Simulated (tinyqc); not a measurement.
Two coupled magnetic layers: synthetic antiferromagnet, spin flop, exchange bias and magnetoresistance: one step, computed by the program tinyqc. Command: `OMP_NUM_THREADS=1 python tinyqc.py 3029288 3029289 out.jsonl saf walk`. One thread of a shared host (Intel(R) Xeon(R) Processor @ 2.30GHz), about 0.2 s of CPU time with the checks.

Moments lie in the plane at the angles p1, p2 from the field. Energy per area: E = J1 cos(p1 - p2) + J2 cos^2(p1 - p2) - B M_s (t1 cos p1 + t2 cos p2) + K (t1 cos^2 p1 + t2 cos^2 p2).

Question. Tunnel magnetoresistance against a free layer along B. Julliere: TMR = 2 P1 P2/(1 - P1 P2). Conductance G(theta) = G0 (1 + P1 P2 cos theta), so RA(theta) = RA_P (1 + P1 P2)/(1 + P1 P2 cos theta); theta = p2 for the layer next to the barrier.

Inputs (values chosen for the exercise, for a model stack): spin polarisation P1 = 0.64; spin polarisation P2 = 0.36; resistance-area product, parallel = 11 ohm micrometre^2.

p2 = -66.56353 degrees

Give: TMR; RA, antiparallel; RA at this field.

Answer.

TMR = 59.875 %

RA, antiparallel = 17.586 ohm micrometre^2

RA at this field = 12.398 ohm micrometre^2
